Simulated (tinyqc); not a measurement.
Length of a molecular wire: coherent transport through a tight-binding bridge. Computed by the program tinyqc. T = Gamma_L Gamma_R |G_1n|^2 with the self-energies of semi-infinite chains.

A uniform bridge between two chains:
```
parameter,value
site energy (eV),0.820000
hopping in the bridge (eV),1.500000
lead hopping (eV),2.160000
couplings (eV),"0.5, 0.43"
E (eV),-0.160000
```

Transmission against length:
```
sites,T,ln T
2,5.0992e-02,-2.9761
3,1.6557e-02,-4.1009
4,6.4706e-01,-0.4353
5,1.8747e-02,-3.9767
6,3.2563e-02,-3.4246
7,6.8883e-02,-2.6754
8,1.5969e-02,-4.1371
9,3.1870e-01,-1.1435
10,2.0571e-02,-3.8839
```

What does the comparison show, and why?

E lies inside the band of the bridge (|E - e|/2h = 0.327 < 1): T does not decay but oscillates with length, between 0.016 and 0.647 here, as levels of the bridge pass E.
